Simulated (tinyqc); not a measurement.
## Signal and retention of a DRAM cell: effect of temperature

A stored one starts at Vd and leaks: Cs dV/dt = -I(V), I = a sqrt((V + Vb)/(Vd + Vb)) + b, with a = Ig exp[-(Eg1 q/kB)(1/T - 1/T0)] (generation in a depletion layer) and b = Is exp[-(Es q/kB)(1/T - 1/T0)]. The bit line is precharged to Vd/2, and charge sharing gives the signal (V - Vd/2) Cs/(Cs + Cb).

The cell fails below Vc = Vd/2 + dm (Cs + Cb)/Cs. With s = sqrt((Vc + Vb)/(Vd + Vb)), the time from Vd to Vc is t = [2 Cs (Vd + Vb)/a] [1 - s - (b/a) ln((a + b)/(a s + b))]. This time is the median of a log-normal spread: failing cells = Nc erfc(z/sqrt 2)/2, z = ln(t/tr)/sg.

Parameters, values chosen for the exercise:
- Vd = 1 V (array voltage)
- Cs = 16 fF (cell capacitance)
- Cb = 81 fF (bit-line capacitance)
- dm = 40 mV (smallest signal that the sense amplifier resolves)
- Vb = 1.44 V (built-in plus back-bias voltage of the storage junction)
- Ig = 7.9 fA (junction leakage at V = Vd and T0)
- Is = 0.12 fA (voltage-independent leakage at the reference temperature0)
- Es = 0.31 eV (activation energy of Is)
- T0 = 358 K (reference temperature)
- sg = 0.97 (deviation of ln(retention time) over the cells)
- Nc = 8.59e9 (cells)
- tr = 32 ms (refresh interval)
- Eg1 = 0.51 eV (activation energy of Ig)

Constants: q = 1.602176634e-19 C, kB = 1.380649e-23 J/K. Results are converted to the units shown.

Effect of temperature:
```
T (K)   a (fA)    b (fA)  retention time (s)  failing cells
298    0.28319  0.015868              14.140         1.4600
318    0.98750  0.033903              4.1422         2293.6
338     2.9703  0.066215              1.3938       4.2919e5
358     7.9000   0.12000             0.52781       1.6562e7
368     12.380   0.15768             0.33765       6.5004e7
378     18.945   0.20421             0.22108       1.9889e8
398     41.609   0.32944             0.10095       1.0146e9
```

The retention time falls from 14.1 to 0.101 s, halving every 17.7 K at the hot end. Its apparent activation energy goes from 0.501 to 0.508 eV, between Es = 0.31 and Eg1 = 0.51 eV, as the share of a in the leakage grows from 94.7 to 99.2 %.

Range of the model: Real arrays also hold a tail of unusually leaky cells and cells whose retention varies in time, which this model lacks.

tinyqc, about 0.01 s, one thread, Intel Xeon 2.30GHz (shared host): `OMP_NUM_THREADS=1 python tinyqc.py 2130071 2130072 out.jsonl`
